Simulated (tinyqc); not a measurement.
## Permittivity and interface capacitance from two thicknesses

Inverse problem. 1/C = t/(eps0 ek) + 2/ci for planar capacitors that differ only in thickness. Find ek, ci and the EOT of the interfaces, 2 x 3.9 eps0/ci.

Constants: eps0 = 8.8541878128e-14 F/cm where lengths are in cm. Results are converted to the units shown.

C at t = 17 and 50 nm (uF/cm^2): 1.2209724  0.41580076

Answer. 1/C is a straight line in t: the slope gives ek and the intercept 2/ci. A single thickness would give only the effective permittivity; when the interfaces are a small part of 1/C, ci needs very accurate data.

ek = 23.5
ci = 1.00e3 uF/cm^2
EOT of the interfaces = 0.00691 nm

tinyqc, about 0.01 s, one thread, Intel Xeon 2.30GHz (shared host): `OMP_NUM_THREADS=1 python tinyqc.py 2102209 2102210 out.jsonl`
